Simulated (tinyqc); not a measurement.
## MOSFET in the linear regime without short-channel effects, parameter extraction from computed curves: extraction methods against the first mobility attenuation factor

Inversion charge Q = Cox n Vt W0(exp((Vg - VT)/(n Vt))), W0 the Lambert function and n = nf; u = Q/Cox; mobility mu = mu0/(1 + th1 u + th2 u^2); channel resistance Rch = (L - dL)/(W mu Q); Id = Vd/(Rch + Rsd/W). Cox = eps0 eox/tox. Small Vd, no channel-length or drain effects.

From the continuous curve Id(Vg): tangent at peak gm (V_ext = Vg - Id/gm); constant current Id = 0.1 uA W/L; peak of d2Id/dVg2; Y = Id/sqrt(gm) drawn through Vg = VT + 0.6 and VT + 0.8 V, with intercept VT_Y and slope s. Mobilities gm,max L/(W Cox Vd) and s^2 L/(W Cox Vd) with the drawn L. Last column: share of Rsd/W in the total resistance at VT + 0.8 V.

Parameters, values chosen for the exercise; channel values of the order met in silicon transistors: temperature T = 300 K; relative permittivity of the gate insulator (close to silicon dioxide) eox = 3.9; insulator thickness tox = 3.2 nm; low-field mobility mu0 = 89 cm^2/(V s); second mobility attenuation factor th2 = 0 1/V^2; threshold voltage VT = 0.51 V; body factor nf = 1.45; gate width W = 0.5 um; drawn gate length L = 0.063 um; drawn less effective length dL = 0.015 um; source plus drain resistance Rsd = 85 ohm um; drain voltage Vd = 0.02 V.

Constants: q = 1.602176634e-19 C, kB = 1.380649e-23 J/K, Vt = kB T/q, eps0 = 8.8541878128e-14 F/cm where lengths are in cm. Results are converted to the units shown.

Extraction methods against the first mobility attenuation factor:
columns A: th1 (1/V); B: V_ext (V); C: constant current (V); D: second derivative (V); E: VT_Y (V); F: mobility from gm (cm^2/(V s)); G: mobility from Y (cm^2/(V s)); H: series share (%)
```
A        B      C      D      E     F    G     H
0    0.533  0.552  0.501  0.556  94.0  103  10.5
0.2  0.518  0.553  0.499  0.556  85.3  103  9.36
0.4  0.509  0.554  0.498  0.556  79.5  103  8.43
0.6  0.503  0.554  0.496  0.556  75.1  103  7.67
0.8  0.498  0.555  0.495  0.556  71.5  103  7.03
1    0.494  0.555  0.493  0.556  68.4  103  6.50
1.2  0.491  0.556  0.492  0.556  65.8  103  6.04
```

The model has VT = 0.51 V and mu0 = 89 cm^2/(V s). Over the table the extracted thresholds move by 43 mV (tangent), 3.9 mV (constant current), 8.5 mV (second derivative), under 0.5 mV (Y function). The mobility from gm falls from 94.0 to 65.8 and that from Y stays near 103 cm^2/(V s).

tinyqc, about 0.01 s, one thread, Intel Xeon 2.30GHz (shared host): `OMP_NUM_THREADS=1 python tinyqc.py 2210061 2210062 out.jsonl`
